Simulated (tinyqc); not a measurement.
# Worked calculation: double-gate transistor below threshold, two-dimensional Poisson equation on a small mesh

Computed by the program tinyqc: `OMP_NUM_THREADS=1 python tinyqc.py 2480131 2480132 out.jsonl`, one thread of a shared Intel Xeon 2.30GHz, about 0.1 s for the whole run. Printed values are rounded.

Half of a symmetric double-gate structure: row 0 is the mid-plane of the body, where the normal field vanishes. Mobile charge is neglected (subthreshold), the body is fully depleted, and potentials are counted from the intrinsic level; rows run upward to the gate, columns from source to drain.

Inputs (values chosen for the exercise); semiconductor permittivity close to that of silicon: temperature T = 325 K; relative permittivity of the semiconductor eps_r = 11.8; relative permittivity of the insulator eox = 3.9; half the body thickness tb = 5 nm; insulator thickness tox = 1.9 nm; channel length L = 50 nm; acceptor density of the depleted body Na = 0 cm^-3; potential of the source Vbi = 0.49 V; gate offset Vfb = 0.05 V; gate voltage Vg = 0.05 V; drain voltage Vd = 0.05 V.

Constants: q = 1.602176634e-19 C, kB = 1.380649e-23 J/K, Vt = kB T/q, eps0 = 8.8541878128e-14 F/cm where lengths are in cm. Results are converted to the units shown.

## Coefficients of the five-point equations

Mesh: rows i = 0..3 in the semiconductor (step hs = tb/3, row 3 on the interface), then 2 step(s) ho = tox/2 up to the gate row 5; columns j = 0..6 (step hy = L/6). Box integration, divided by eps0: up_i = eps hy/h of the interval above row i, dn_i = that of the interval below (0 for row 0), lat_i = (sum of eps h/2 over the intervals above and below)/hy, s_i = -q Na w_i hy/eps0 with w_i the semiconductor height of the box (hs/2 for row 0 and the interface row, hs between, 0 in the insulator). Each free node obeys (up + dn + 2 lat) psi = up psi(above) + dn psi(below) + lat [psi(left) + psi(right)] + s.

```
row       up       dn      lat  s (V)
0         59        0     1.18      0
1         59       59     2.36      0
2         59       59     2.36      0
3    34.2105       59  1.40230      0
4    34.2105  34.2105   0.4446      0
```

## Iteration 1: over-relaxation sweep (omega = 1.2)

psi at the start (fixed values on the edges, free nodes at zero) (V):
```
            j=0       j=1       j=2       j=3       j=4       j=5       j=6
row 0  0.490000  0.000000  0.000000  0.000000  0.000000  0.000000  0.540000
row 1  0.490000  0.000000  0.000000  0.000000  0.000000  0.000000  0.540000
row 2  0.490000  0.000000  0.000000  0.000000  0.000000  0.000000  0.540000
row 3  0.490000  0.000000  0.000000  0.000000  0.000000  0.000000  0.540000
row 4  0.245000  0.000000  0.000000  0.000000  0.000000  0.000000  0.270000
row 5  0.000000  0.000000  0.000000  0.000000  0.000000  0.000000  0.000000
```

Free nodes: rows 0..4, columns 1..5, taken row by row from row 0, left to right. t = (up psi(above) + dn psi(below) + lat [psi(left) + psi(right)] + s)/(up + dn + 2 lat), with the newest neighbours; psi(new) = psi + 1.2 (t - psi).

psi after iteration 1 (V):
```
            j=0       j=1       j=2       j=3       j=4       j=5       j=6
row 0  0.490000  0.011308  0.000261  0.000006  0.000000  0.012462  0.540000
row 1  0.490000  0.017831  0.000562  0.000016  0.000000  0.019651  0.540000
row 2  0.490000  0.021595  0.000823  0.000028  0.000001  0.023799  0.540000
row 3  0.490000  0.024512  0.001036  0.000039  0.000001  0.027013  0.540000
row 4  0.245000  0.016404  0.000740  0.000029  0.000001  0.018078  0.270000
row 5  0.000000  0.000000  0.000000  0.000000  0.000000  0.000000  0.000000
```

## Iteration 2: over-relaxation sweep (omega = 1.2)

As before.

psi after iteration 2 (V):
```
            j=0       j=1       j=2       j=3       j=4       j=5       j=6
row 0  0.490000  0.029627  0.001280  0.000047  0.000289  0.032650  0.540000
row 1  0.490000  0.037305  0.001962  0.000086  0.000623  0.041112  0.540000
row 2  0.490000  0.042671  0.002551  0.000125  0.000912  0.047026  0.540000
row 3  0.490000  0.042183  0.002730  0.000145  0.001149  0.046487  0.540000
row 4  0.245000  0.023596  0.001651  0.000093  0.000820  0.026004  0.270000
row 5  0.000000  0.000000  0.000000  0.000000  0.000000  0.000000  0.000000
```

## Course of the iteration: over-relaxation sweep (omega = 1.2)

Stop when the largest change of psi is below 1e-7 V, or after 400 iterations. Fixed values: gate row Vg - Vfb; column 0 at Vbi and the last column at Vbi + Vd in the semiconductor, each running linearly to Vg - Vfb across the insulator.

Course of the iteration:
```
iteration  psi at row 0, j = 3 (V)  largest |change| of one entry (V)
1                       6.02185e-6                             0.0270
2                       4.73150e-5                             0.0232
3                       1.68283e-4                             0.0211
4                       4.35547e-4                             0.0203
5                       8.98085e-4                             0.0172
6                       0.00157884                             0.0137
7                       0.00246659                             0.0111
8                       0.00352417                            9.02e-3
9                       0.00471000                            7.38e-3
...                            ...                                ...
92                       0.0262869                            2.44e-7
93                       0.0262871                            2.16e-7
94                       0.0262873                            1.92e-7
95                       0.0262875                            1.71e-7
96                       0.0262877                            1.52e-7
97                       0.0262878                            1.35e-7
98                       0.0262879                            1.20e-7
99                       0.0262880                            1.06e-7
100                      0.0262881                            9.44e-8
```

Converged in 100 iterations. At the end each change is about 0.89 times the one before: linear convergence.

## Barrier, swing and barrier lowering

converged psi (V):
```
            j=0       j=1       j=2       j=3       j=4       j=5       j=6
row 0  0.490000  0.154192  0.047919  0.026289  0.052052  0.169728  0.540000
row 1  0.490000  0.149602  0.046226  0.025341  0.050214  0.164676  0.540000
row 2  0.490000  0.135530  0.041234  0.022563  0.044792  0.149189  0.540000
row 3  0.490000  0.111052  0.033216  0.018149  0.036084  0.122246  0.540000
row 4  0.245000  0.056493  0.016816  0.009183  0.018268  0.062188  0.270000
row 5  0.000000  0.000000  0.000000  0.000000  0.000000  0.000000  0.000000
```

d psi/dVg on row 0: j=0 0.000000, j=1 0.685514, j=2 0.902940, j=3 0.948954, j=4 0.902940, j=5 0.685514, j=6 0.000000
d psi/dVd on row 0: j=0 0.00000, j=1 0.00189, j=2 0.00720, j=3 0.02552, j=4 0.08986, j=5 0.31260, j=6 1.00000

The barrier is read along row 0, the path farthest from the gate. Take the node j of lowest psi: barrier Vbi - psi_j; swing Vt ln 10/(d psi_j/dVg); DIBL = (d psi_j/dVd)/(d psi_j/dVg). The derivatives solve the same equations with s = 0 and a unit change of that voltage.

j = 3
barrier = 0.463711 V
swing = 67.9559 mV/decade
DIBL = 26.8961 mV/V

A mesh of 12, 8 and 80 steps (semiconductor, insulator, channel) gives a barrier of 0.470 V, a swing of 67.1 mV a decade and a DIBL of 19.6 mV/V; the small mesh puts the barrier 1.3 % below that.
